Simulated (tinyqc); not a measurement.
Two-mode optical phonons of a ternary alloy from two coupled oscillators: one step, computed by the program tinyqc.

An alloy A(x)B(1-x)C has an A-C and a B-C bond oscillator. Each TO frequency moves linearly from the impurity mode (dilute end) to the TO of the pure crystal; each strength is proportional to the number of bonds.

Question. Share of the polar coupling. eps(omega) = eps_inf + W_1/(omega_1^2 - omega^2) + W_2/(omega_2^2 - omega^2) = 0 is the eigenproblem of the matrix [[omega_1^2 + W_1/eps_inf, sqrt(W_1 W_2)/eps_inf], [sqrt(W_1 W_2)/eps_inf, omega_2^2 + W_2/eps_inf]] for omega_LO^2. The polar coupling of mode j is c_j = (u_j . sqrt(W))^2/(eps_inf^2 omega_j^2), u_j its eigenvector and omega_j here its LO frequency; the c_j add up to 1/eps_inf - 1/eps_s. Froehlich constant alpha_j = (e^2/(4 pi eps_0)) c_j k_j/(2 E_j), E_j = h c omega_j, k_j = sqrt(m* E_j/(hbar^2/(2 m_0))).

Inputs (values chosen for the exercise, for a model alloy): electron mass m* = 0.052 m_0.

omega_1 (A-C, TO) = 387.52 1/cm

omega_2 (B-C, TO) = 314.24 1/cm

eps_inf = 9.4592

W_1 = 148361.3 1/cm^2

W_2 = 75147.66 1/cm^2

Constants: e^2/(4 pi eps_0) = 14.39964548 eV angstrom; hbar^2/(2 m_0) = 3.80998212 eV angstrom^2; 1 THz = 33.35640952 1/cm; h x 1 THz = 4.135667696 meV.

Give: c_j, lower and upper mode; share of the upper mode; alpha_j, lower and upper mode.

Answer.

c_j, lower and upper mode: 0.0042959  0.012201

share of the upper mode = 0.73959

alpha_j, lower and upper mode: 0.018042  0.045530
